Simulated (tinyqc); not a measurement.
Which coupling does what: hole subbands of a hard-walled well, four-band Luttinger model.

Hole energies are counted downwards from the unstrained band edge, c = hbar^2/2m0. After the usual block transformation one block is H = [[P + Q - Zs, R - i S], [R + i S, P - Q + Zs]] in (heavy, light), with P +/- Q = c [(g1 +/- g2) k^2 + (g1 -/+ 2 g2) kz^2], R = sqrt(3) c gR k^2, S = 2 sqrt(3) c g3 k kz, kz = -i d/dz; axial approximation gR = (g2 + g3)/2. Zs = b (e_par - e_perp) is the shear part of the strain (the hydrostatic part shifts all levels alike and is left out). Basis sqrt(2/L) sin(n pi z/L), n = 1 to N, for each component: kz^2 gives (n pi/L)^2 and the heavy-light block is R delta_nm - 2 sqrt(3) c g3 k D_nm with D_nm = 4 n m/(L (n^2 - m^2)) for n + m odd, 0 otherwise. The other block has the same levels. The split-off band is left out.

Constants: hbar^2/2m0 = 3.80998211 eV angstrom^2.

Inputs chosen for the exercise (near those of GaAs; not measured data):

| symbol | value | unit | meaning |
|---|---|---|---|
| g1 | 6.98 |  | Luttinger gamma1 |
| g2 | 2.05 |  | gamma2 |
| g3 | 2.93 |  | gamma3 |
| L | 165 | angstrom | well width along [001] |
| Zs | 0 | eV | shear strain energy |
| k | 0.0084 | 1/angstrom | wave vector in the plane |

N = 20, at the given k. Diagonal: R = S = 0. Along [100] and [110] gR is g2 and g3 instead of their mean.

Hole energies (meV):

| model | E1 | E2 | E3 | E4 |
|---|---|---|---|---|
| diagonal | 6.41 | 16.63 | 18.34 | 38.23 |
| R alone | 6.28 | 16.76 | 18.31 | 38.21 |
| S alone | 5.87 | 11.81 | 22.22 | 34.23 |
| axial | 5.73 | 11.90 | 22.25 | 34.22 |
| [100] | 5.78 | 11.87 | 22.24 | 34.22 |
| [110] | 5.68 | 11.93 | 22.26 | 34.22 |

The couplings move E1 by -0.68 meV: R alone by -0.13, S alone by -0.53, so S matters more at k L/pi = 0.44 (R grows as k^2 and joins equal n, S as k and joins n of opposite parity). Warping spreads E1 by 0.10 meV between [100] and [110], the hole being heavier along [110]; the axial value lies between them.

Program tinyqc; command `OMP_NUM_THREADS=1 python tinyqc.py 1252245 1252246 out.jsonl`; about 0.09 s on one thread of a shared Intel(R) Xeon(R) Processor @ 2.30GHz.
